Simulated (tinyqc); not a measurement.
Worked calculation: lattice vibrations of a chain. One step of it, computed by the program tinyqc.

Problem. Frequencies. omega^2 are the eigenvalues; wavenumber = 521.4708 sqrt(eigenvalue) 1/cm.

D(q) (eV/(angstrom^2 u)):
```
                     1                    2
1             0.509474  -0.187927+0.385295i
2  -0.187927-0.385295i             1.012552
```

Give: eigenvalues; wavenumbers; weights |e|^2 of the mass-weighted modes.

Solution.

eigenvalues: 0.2640  1.2580

wavenumbers (1/cm): 267.9  584.9

weights |e|^2 of the mass-weighted modes:
```
        mode 1  mode 2
atom 1  0.7530  0.2470
atom 2  0.2470  0.7530
```
